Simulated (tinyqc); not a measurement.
## Pinning factor and decay constant from two barriers

Inverse problem. phiB = S (phiM - chi) + (1 - S)(Eg - E0) with S = 1/(1 + (1/S0 - 1) exp(-be ti)). Find S0, S at the given thickness and be.

Values chosen for this exercise; semiconductor values close to those of germanium; interlayer mass of the order of that in aluminium oxide, offset chosen freely: band gap Eg = 0.67 eV; electron affinity chi = 4 eV; charge-neutrality level above the valence band E0 = 0.087 eV; metal work function phiM = 4.02 eV.

phiB at ti = 0, 0.3 nm (eV): [0.55541300, 0.52456040]

Answer. Each barrier gives its S by linear interpolation between the pinned and the unpinned value; the ratio of the two values of 1/S - 1 is exp(be ti).

S0 = 0.04900
S = 0.1038
be = 2.700 1/nm

tinyqc, about 0.03 s, one thread, Intel Xeon 2.30GHz (shared host): `OMP_NUM_THREADS=1 python tinyqc.py 2270146 2270147 out.jsonl`
